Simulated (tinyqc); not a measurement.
Inside a calculation: trap in a gate oxide as a short-range spherical well. Values are carried at full precision from step to step, so a last printed digit may differ when a step is redone from the rounded ones.

A spherical well of radius R and depth V0 below the conduction edge, one mass m, c = hbar^2/2m0. The s level at binding Et solves k cot(k R) = -kappa with k = sqrt(m (V0 - Et)/c), kappa = sqrt(m Et/c); it exists for V0 > Vc = c (pi/2R)^2/m. Outside, psi falls as exp(-kappa r)/r.

Constants: hbar^2/2m0 = 3.80998211 eV angstrom^2; fine-structure constant alpha = 0.007297352564; hc = 1239.841984 eV nm; kB = 8.617333262e-05 eV/K.

Inputs chosen for the exercise (near those of SiO2 on Si; not measured data): R = 2.6 angstrom (radius of the well); V0 = 8.09 eV (depth of the well); m = 0.431 m0 (mass); n_r = 1.49 (refractive index); dEc = 3.21 eV (conduction offset to the channel); Fox = 1.6 MV/cm (oxide field, lowering levels away from the channel); t0 = 16 x 1e-11 s (time constant at the interface); T = 400 K (temperature); EF = 0.08 eV (Fermi level above the channel edge); x = 11 angstrom (depth of the trap).

## The bound level

Solve for Et; the share outside is [sin^2(kR)/(2 kappa)]/[sin^2(kR)/(2 kappa) + R/2 - sin(2kR)/(4k)].

Et = 2.2092 eV
k = 0.8156 1/angstrom
kappa = 0.4999 1/angstrom
share outside = 0.316
Vc = 3.227 eV

The well is 2.51 times the critical depth. Since dEt/dV0 equals the share inside, 0.68, a 1 % change of V0 moves Et by 2.5 %. The decay length is 2.0 angstrom, 0.8 times R.

## Peak of the photo-ionisation cross-section

Lucovsky model (delta well, plane-wave final states, no local-field factor): sigma = (32 pi alpha c/(3 n_r m Et)) (x - 1)^(3/2)/x^3, x = h nu/Et, c = hbar^2/2m0; 1 angstrom^2 = 1e-16 cm^2.

The maximum lies at x = 2. Give the photon energy, its wavelength and sigma there.

h nu = 4.418 eV
wavelength = 281 nm
sigma = 8.21 x 1e-18 cm^2

With 32 % of the state outside the well the delta-well form is only a rough model of this centre.

## Level, tunnelling time and occupation

Energies from the conduction edge of the channel. The trap level at depth x is E_T = dEc - Et - e Fox x (1 MV/cm = 0.01 eV/angstrom). An electron at the channel edge tunnels with the WKB exponent S = (4/3) sqrt(m/c) [dEc^(3/2) - (dEc - e Fox x)^(3/2)]/(e Fox), c = hbar^2/2m0; tau = t0 exp(S); the occupation is f = 1/(1 + exp((E_T - EF)/kB T)), tau_c = tau/f and tau_e = tau/(1 - f). Lattice relaxation is left out; a level below the channel edge needs phonons as well, so tau is then a lower bound, while a level above it can also empty elastically at its own energy, through a thinner barrier, faster than this tau.

Give E_T, S, tau and ln(tau_c/tau_e) = (E_T - EF)/kB T.

E_T = 0.825 eV
S = 13.074
tau = 7.62e-05 s
ln(tau_c/tau_e) = 21.6

The level lies 22 kB T above EF, so the trap is mostly empty. A flat barrier would give S = 2 sqrt(m dEc/c) x = 13.26.

## Checks

- Et from the radial equation on a grid against the matching condition, eV: both 2.21.

Computed by tinyqc, a small Python program: `OMP_NUM_THREADS=1 python tinyqc.py 1252152 1252153 out.jsonl` (the numbers bound the seed that draws the inputs); one thread of a shared host (Intel(R) Xeon(R) Processor @ 2.30GHz), about 0.01 s for the whole set of steps.
